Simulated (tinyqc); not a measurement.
Strain-driven crossing of the Gamma and L valleys in a germanium-like crystal: one step. Electrons in the Gamma valley. Three cases, with inputs chosen for the exercise.

Question. Non-degenerate, parabolic: share = mG^(3/2)/(mG^(3/2) + (mL^(3/2)/4) sum_i exp(-(E_Li - E_Gamma)/kT)). Also the offset at which four equal L valleys hold half of the electrons, kT ln((mL/mG)^(3/2)), and the wavelength hc/E of the direct gap.

Constants: kB = 8.617333262e-05 eV/K; hc = 1239.841984 eV nm.

Case 1.

Values chosen (out of a larger set: near those of Ge, gaps at low temperature; not measured data): mG = 0.0416 m0 (mass at Gamma); mL = 0.535 m0 (density-of-states mass of the four L valleys together); T = 77 K (temperature).

Gamma edge = 0.858776 eV

L edges (eV): [111] 0.804549, [1-1-1] 0.689035, [-11-1] 0.689035, [-1-11] 0.804549

direct and indirect gap (eV): 0.815622  0.645881

Case 2.

Values chosen (out of a larger set: near those of Ge, gaps at low temperature; not measured data): mG = 0.0404 m0 (mass at Gamma); mL = 0.54 m0 (density-of-states mass of the four L valleys together); T = 200 K (temperature).

Gamma edge = 0.751179 eV

L edges (eV): [111] 0.716542, [1-1-1] 0.716542, [-11-1] 0.716542, [-1-11] 0.716542

direct and indirect gap (eV): 0.582258  0.547621

Case 3.

Values chosen (out of a larger set: near those of Ge, gaps at low temperature; not measured data): mG = 0.0408 m0 (mass at Gamma); mL = 0.586 m0 (density-of-states mass of the four L valleys together); T = 300 K (temperature).

Gamma edge = 0.722845 eV

L edges (eV): [111] 0.723609, [1-1-1] 0.723609, [-11-1] 0.723609, [-1-11] 0.723609

direct and indirect gap (eV): 0.553899  0.554663

Give: (mL/mG)^(3/2); share in Gamma; offset for an even split; wavelength.

Answer.

Case 1.

(mL/mG)^(3/2) = 46.12
share in Gamma = 3.37e-11 %
offset for an even split = 25.4 meV
wavelength = 1520 nm

With the L valleys as they lie here, Gamma must be 21 meV below the lowest of them to hold half of the electrons at 77 K; it lies 170 meV above. A direct gap alone is not enough.

Case 2.

(mL/mG)^(3/2) = 48.87
share in Gamma = 0.274 %
offset for an even split = 67.0 meV
wavelength = 2129 nm

With the L valleys as they lie here, Gamma must be 67 meV below the lowest of them to hold half of the electrons at 200 K; it lies 35 meV above. A direct gap alone is not enough.

Case 3.

(mL/mG)^(3/2) = 54.43
share in Gamma = 1.86 %
offset for an even split = 103.3 meV
wavelength = 2238 nm

With the L valleys as they lie here, Gamma must be 103 meV below the lowest of them to hold half of the electrons at 300 K; it lies 1 meV below. A direct gap alone is not enough.

Computed by tinyqc, one run a case: `OMP_NUM_THREADS=1 python tinyqc.py N N+1 out.jsonl` with N = 1080967, 1081362, 1081491; one thread of a shared Intel(R) Xeon(R) Processor @ 2.30GHz, about 0.01 s a run at most.
